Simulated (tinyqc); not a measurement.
What moves the results: conduction-band anticrossing with a localised impurity level. A value that a table varies takes the place of the one given here.

Host conduction band EM(k) = Eg - al x + c k^2/mM, c = hbar^2/2m0, coupled to a flat level EI by V = C sqrt(x): H = [[EM, V], [V, EI]], E+/- = (EM + EI)/2 +/- sqrt((EM - EI)^2/4 + V^2). The host weight of a state at E is f = 1/(1 + V^2/(E - EI)^2), and its mass at k = 0 is mM/f. The gap is E-(0), the valence top staying at 0.

Constants: hbar^2/2m0 = 3.80998211 eV angstrom^2.

Inputs chosen for the exercise (host near InP; the results hold for these values, not for the real material):
```
symbol  value   unit     meaning
Eg      1.428   eV       gap at Gamma to the s-like level
mM      0.0788  m0       mass of the host band
EI      1.757   eV       impurity level, from the valence top of the host
C       2.29    eV       coupling
al      1.97    eV       linear shift of the host edge
x       0.0025           impurity fraction
aM      80      meV/GPa  pressure coefficient of the host edge
aI      36      meV/GPa  pressure coefficient of the level
```

## Impurity fraction

The last column is the bowing that a quadratic law would need at that x, (Eg - gap)/(x (1 - x)), with equal end gaps.

Results:
```
x (%)  E- (eV)  E+ (eV)  gap (eV)  host weight of E-  mass of E-  bowing (eV)
0.1     1.4109   1.7722    1.4109              0.958      0.0822         17.1
0.2     1.3951   1.7860    1.3951              0.926      0.0851         16.5
0.5     1.3532   1.8219    1.3532              0.861      0.0915         15.0
1.0     1.2948   1.8705    1.2948              0.803      0.0981         13.5
2.0     1.2002   1.9454    1.2002              0.747      0.1055         11.6
3.0     1.1214   2.0045    1.1214              0.720      0.1095         10.5
5.0     0.9884   2.0981    0.9884              0.693      0.1138          9.3
8.0     0.8218   2.2056    0.8218              0.676      0.1166          8.2
```

The apparent bowing falls from 17.1 to 8.2 eV, so no single constant describes the gap: the part from the coupling goes as x while V is small against |EM - EI| and as sqrt(x) beyond (V = |Eg - EI| near x = 2.06 %), with the linear term al x on top; the fall of the gap goes as the power 0.94 of x between the first two rows and 0.68 between the last two. The mass of E- goes from 0.0822 to 0.1166, higher although the gap falls, against the usual k.p trend; with al = 0 the weight tends to 1/2 at large x.

## Pressure

Eg and EI move linearly with pressure; V is kept. The slope of E- is f aM + (1 - f) aI.

Results:
```
P (GPa)  EM (eV)  EI (eV)  E- (eV)  E+ (eV)  host weight of E-  slope of E- (meV/GPa)
0         1.4231   1.7570   1.3876   1.7925              0.912                   76.1
1         1.5031   1.7930   1.4633   1.8328              0.892                   75.3
2         1.5831   1.8290   1.5380   1.8741              0.866                   74.1
3         1.6631   1.8650   1.6114   1.9167              0.831                   72.6
4         1.7431   1.9010   1.6830   1.9611              0.784                   70.5
5         1.8231   1.9370   1.7522   2.0079              0.723                   67.8
6         1.9031   1.9730   1.8183   2.0578              0.646                   64.4
7         1.9831   2.0090   1.8808   2.1113              0.556                   60.5
8         2.0631   2.0450   1.9392   2.1689              0.461                   56.3
```

The unmixed levels cross at 7.59 GPa, where E+ - E- has its minimum 2V = 0.229 eV and the weights are 1/2. The slope of E- falls from 76 to 56 meV/GPa, between the limits aM = 80 and aI = 36, as the state turns impurity-like. The X valleys, which pass below the Gamma edge of the host at high pressure, are left out.

## What each parameter does

At k = 0. Each row changes one parameter from the base and keeps the others.

Results:
```
case             E- (eV)  E+ (eV)  gap (eV)  mass (m0)
base              1.3876   1.7925    1.3876     0.0864
EI = 1.807 eV     1.3915   1.8386    1.3915     0.0848
al = 2.47 eV      1.3864   1.7924    1.3864     0.0863
Eg = 1.478 eV     1.4327   1.7974    1.4327     0.0886
C = 1.9465 eV     1.3968   1.7833    1.3968     0.0846
x = 0.00213       1.3931   1.7877    1.3931     0.0854
mM = 0.09062 m0   1.3876   1.7925    1.3876     0.0993
```

The largest shifts from the base row, up to three for each result and ties (the steps differ in size, so this ranks the rows, not the parameters). E- (eV): Eg +0.0451, C +0.0092, x +0.0055; unchanged at the printed digits by mM. E+ (eV): EI +0.0461, C -0.0092, Eg +0.0049; unchanged at the printed digits by mM. gap (eV): Eg +0.0451, C +0.0092, x +0.0055; unchanged at the printed digits by mM. mass (m0): mM +0.0130, Eg +0.0022, C -0.0018.

Computed by tinyqc, a small Python program: `OMP_NUM_THREADS=1 python tinyqc.py 1050703 1050704 out.jsonl` (the numbers bound the seed that draws the inputs); one thread of a shared host (Intel(R) Xeon(R) Processor @ 2.30GHz), about 0.01 s for the whole set of steps.
